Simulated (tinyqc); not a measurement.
Inside a calculation. Method: RKS/LDA (PW92) in the sto-6g basis, for H3+, spin multiplicity 1. One step of it, computed by the program tinyqc.

Problem. Iteration 2: building the Kohn-Sham matrix. J_ij = sum D_kl (ij|kl); F = H + J + V_xc; E = tr D H + tr D J / 2 + E_xc + E_nn.

D after iteration 1:
```
          1H 1s     2H 1s     3H 1s
1H 1s  0.532963  0.349223  0.343030
2H 1s  0.349223  0.228827  0.224770
3H 1s  0.343030  0.224770  0.220784
```

core Hamiltonian H = T + V (hartree):
```
           1H 1s      2H 1s      3H 1s
1H 1s  -1.757555  -1.248233  -1.248424
2H 1s  -1.248233  -1.470959  -0.547773
3H 1s  -1.248424  -0.547773  -1.471050
```

Two-electron integrals (ij|kl) in chemists' order, unique and non-zero (hartree):
```
(11|11) 0.774999   (21|11) 0.434762   (21|21) 0.286153   (22|11) 0.563612
(22|21) 0.434762   (22|22) 0.774999   (31|11) 0.434843   (31|21) 0.230316
(31|22) 0.287157   (31|31) 0.286246   (32|11) 0.168056   (32|21) 0.101298
(32|22) 0.143133   (32|31) 0.101313   (32|32) 0.040168   (33|11) 0.563666
(33|21) 0.287129   (33|22) 0.350636   (33|31) 0.434843   (33|32) 0.143133
(33|33) 0.774999
```

nuclear repulsion = 1.75650710 hartree

V_xc (hartree):
```
           1H 1s      2H 1s      3H 1s
1H 1s  -0.455000  -0.266029  -0.263400
2H 1s  -0.266029  -0.378444  -0.100850
3H 1s  -0.263400  -0.100850  -0.374459
```

E_xc = sum of w rho eps_xc = -0.63078288 hartree

Give: Coulomb J; Kohn-Sham matrix F; total energy of this density.

Solution.

Coulomb J (hartree):
```
        1H 1s   2H 1s   3H 1s
1H 1s  1.3440  0.7980  0.7963
2H 1s  0.7980  1.1201  0.3122
3H 1s  0.7963  0.3122  1.1150
```

Kohn-Sham matrix F (hartree):
```
         1H 1s    2H 1s    3H 1s
1H 1s  -0.8686  -0.7163  -0.7156
2H 1s  -0.7163  -0.7293  -0.3364
3H 1s  -0.7156  -0.3364  -0.7305
```

total energy of this density = -1.215533 hartree
